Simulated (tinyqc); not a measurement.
Electron-beam lithography: double-Gaussian proximity function, edge placement and dose correction for parallel lines: one step, computed by the program tinyqc.

Lines are infinitely long. Absorbed energy is counted so that the middle of a very large area written at dose 1 receives 1; the resist develops where it exceeds 1/2.

Task: Dose correction. Uncorrected edge energies are M 1. Solve M d = 1/2 for the doses d that put the mean edge energy of every line at the threshold.

M:
```
,1,2,3,4
1,0.3428958,0.0454641,0.0002341,0.0233597
2,0.0003922,0.3905430,0.0002962,0.0314734
3,0.0003028,0.0443696,0.3427983,0.0377890
4,0.0002615,0.0405278,0.0003247,0.3802946
```

Give: edge energies at dose 1; corrected doses; largest over smallest dose.

Result:

edge energies at dose 1: 1 0.4120, 2 0.4227, 3 0.4253, 4 0.4214

corrected doses: 1 1.220, 2 1.183, 3 1.174, 4 1.187

largest over smallest dose = 1.039
